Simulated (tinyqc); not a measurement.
sp3s* tight binding: one step. Levels at this k. The numbers come from values chosen for the exercise (near a published set for Ge, fitted to gaps, whose masses and valley positions are rough).

H(k) (eV):
```
             sa         xa          ya          za         s*a          sc         xc         yc         zc
sa    -5.890000          0           0           0           0   -0.531717  5.445162i          0          0
xa            0   1.617000           0           0           0  -5.445162i   0.124828          0          0
ya            0          0    1.617000           0           0           0          0   0.124828  4.826077i
za            0          0           0    1.617000           0           0          0  4.826077i   0.124828
s*a           0          0           0           0    6.345000           0  5.241791i          0          0
sc    -0.531717  5.445162i           0           0           0   -5.890000          0          0          0
xc   -5.445162i   0.124828           0           0  -5.241791i           0   1.617000          0          0
yc            0          0    0.124828  -4.826077i           0           0          0   1.617000          0
zc            0          0  -4.826077i    0.124828           0           0          0          0   1.617000
s*c           0  5.241791i           0           0           0           0          0          0          0

            s*c
sa            0
xa   -5.241791i
ya            0
za            0
s*a           0
sc            0
xc            0
yc            0
zc            0
s*c    6.345000
```

Task: Diagonalise H, which belongs to k = (0.95, 0, 0) (2 pi/a). Four bands are filled (two electrons each); give the make-up of band 5, the lowest empty one.

Give: levels; weights of band 5; weight of band 5 on atom a.

Result:

levels (eV): [-9.5295, -8.8381, -3.2107, -3.2107, 0.8374, 1.0055, 6.4447, 6.4447, 10.3115, 10.3572]

weights of band 5: s 0.228, p 0.405, s* 0.367

weight of band 5 on atom a = 0.500

The vertical gap at this k is 4.0481 eV; band 5 is mostly p-like.

tinyqc: `OMP_NUM_THREADS=1 python tinyqc.py 1480395 1480396 out.jsonl`; about 0.1 s, one thread, shared Intel(R) Xeon(R) Processor @ 2.30GHz.
